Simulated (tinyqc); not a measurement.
Where in the gap a trap does harm: carrier lifetime from Shockley-Read-Hall, radiative, Auger and surface recombination. Computed by tinyqc, a small Python program. Command: `OMP_NUM_THREADS=1 python tinyqc.py 3009892 3009893 out.jsonl lifetime walk`. One thread of a shared host (Intel(R) Xeon(R) Processor @ 2.30GHz), about 0.01 s of CPU time with the checks.

Energies are counted from the top of the valence band. Boltzmann statistics, full ionisation, and equal excess densities of electrons and holes.

Inputs (values chosen for the exercise, with bands modelled on 4H-SiC):
```
quantity,value,unit
gap E_g,3.22,eV
electron mass m_e,0.392,m_0
valleys M_c,3,-
hole mass m_h,1.96,m_0
temperature T,300,K
doping N,1.1e+14,cm^-3
trap level E_t,1.99,eV
trap density N_t,7.8e+13,cm^-3
electron cross-section sigma_n,2.8e-16,cm^2
hole cross-section sigma_p,9.7e-15,cm^2
```

Doping: n-type. Surface term: none.

Constants: m_0 = 9.1093837015e-31 kg; k_B = 1.380649e-23 J/K; h = 6.62607015e-34 J s; k_B = 8.617333262e-05 eV/K.

Method:
- N_c = 2 M_c (2 pi m_e k_B T/h^2)^(3/2) and N_v = 2 (2 pi m_h k_B T/h^2)^(3/2), masses in units of m_0.
- n_i = sqrt(N_c N_v) exp(-E_g/2 k_B T); majority density N/2 + sqrt(N^2/4 + n_i^2), minority density n_i^2 over it.
- v = sqrt(3 k_B T/m) with m_e or m_h; tau_n0 = 1/(sigma_n v_n N_t), tau_p0 = 1/(sigma_p v_p N_t); n1 = N_c exp(-(E_g - E_t)/k_B T), p1 = N_v exp(-E_t/k_B T).
- Low injection: tau = [tau_p0 (n_0 + n1) + tau_n0 (p_0 + p1)]/(n_0 + p_0). Depleted region (n = p = 0): generation lifetime tau_g = (tau_p0 n1 + tau_n0 p1)/n_i. n1 = N_c exp(-(E_g - E_t)/k_B T), p1 = N_v exp(-E_t/k_B T).

tau_p0 = 1.58432e-07 s

n_0 = 1.10e+14 cm^-3

N_c = 1.84766e+19 cm^-3

tau_n0 = 2.45455e-06 s

p_0 = 9.32323e-30 cm^-3

N_v = 6.88583e+19 cm^-3

n_i = 3.20243e-08 cm^-3

The same trap at other energies:
```
E_t (eV),SRH lifetime (s),generation lifetime (s)
0.193,8.7974e-04,3.0213e+18
0.483,1.7025e-07,4.0589e+13
0.805,1.5843e-07,1.5814e+08
1.127,1.5843e-07,6.1614e+02
1.449,1.5843e-07,2.4006e-03
1.610,1.5843e-07,4.8205e-06
1.771,1.5843e-07,4.1587e-05
2.093,1.5843e-07,1.0671e+01
2.415,1.5843e-07,2.7389e+06
2.737,1.5864e-07,7.0298e+11
3.027,1.5392e-05,5.2327e+16
```

The SRH lifetime (other channels left aside) stays within 10 % of its least value, among these rows, from E_t = 0.483 to 2.737 eV. The generation lifetime has a sharp minimum, among these rows at 1.61 eV and exactly at 1.662 eV, where tau_p0 n1 = tau_n0 p1, since generation needs two thermal jumps and the larger one rules. Caution: the trap density is not small against the doping, so trapped charge breaks the equality of the excess densities.

Extremes, crossings and ranges named in words are read from the listed rows.
